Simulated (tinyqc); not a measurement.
The same stress in different states: Raman shift of the zone-centre optical phonon of a diamond-structure crystal under stress. Computed by tinyqc, a small Python program. Command: `OMP_NUM_THREADS=1 python tinyqc.py 3001095 3001096 out.jsonl ramanstress walk`. One thread of a shared host (Intel(R) Xeon(R) Processor @ 2.30GHz), about 0.01 s of CPU time with the checks.

Axes x, y, z are the cube axes. Strain shifts the threefold optical mode and can split it; p, q and r are the phonon deformation potentials.

Inputs (values chosen for the exercise, modelled on germanium):
```
quantity                         value  unit
unstrained frequency omega_0     300.5  1/cm
p/omega_0^2                      -1.46     -
q/omega_0^2                      -1.91     -
r/omega_0^2                      -1.09     -
C11                              129.2   GPa
C12                              47.86   GPa
C44                              66.89   GPa
stress sigma (tension positive)   -1.1   GPa
```

Stress state: uniaxial. Axis: [110].

Method:
- S11 = (C11 + C12)/D, S12 = -C12/D, D = (C11 - C12)(C11 + 2 C12), S44 = 1/C44.
- eps_xx = S11 sigma_xx + S12 (sigma_yy + sigma_zz), and cyclic; eps_xy = S44 sigma_xy/2 (tensor strain).
- Secular matrix: M_xx = p eps_xx + q (eps_yy + eps_zz), M_xy = 2 r eps_xy; its eigenvalues are omega^2 - omega_0^2, and the shifts are these over 2 omega_0.
- Uniaxial: sigma n n^T; biaxial: sigma (1 - n n^T); hydrostatic: sigma 1. The line seen from (001) is taken as unresolved, at the intensity-weighted shift M_zz/(2 omega_0).

S44 = 14.9499 1/TPa

S11 = 9.67806 1/TPa

S12 = -2.61602 1/TPa

Shifts (1/cm):
```
state                   lowest  middle  highest  line seen from (001)
uniaxial [100]          0.6837  1.5981   1.5981                1.5981
uniaxial [110]         -0.2057  1.5981   2.4875                1.5981
uniaxial [001]          0.6837  1.5981   1.5981                0.6837
uniaxial [111]          0.3955  0.3955   3.0888                1.2933
biaxial, normal [001]   2.2818  2.2818   3.1961                3.1961
biaxial, normal [111]   0.7911  3.4843   3.4843                2.5866
hydrostatic             3.8798  3.8798   3.8798                3.8798
```

What follows from these numbers?

Seen from (001), uniaxial stress along [100] and along [110] give the same shift (1.598), and equal biaxial stress in the plane gives twice as much (3.196), since only sigma_xx + sigma_yy and sigma_zz enter M_zz. Stress along [001] gives 0.684. One measured shift therefore fixes the stress only once its state is assumed: read as uniaxial in the plane, a shift implies twice the stress that it does read as biaxial.

Extremes, crossings and ranges named in words are read from the listed rows.
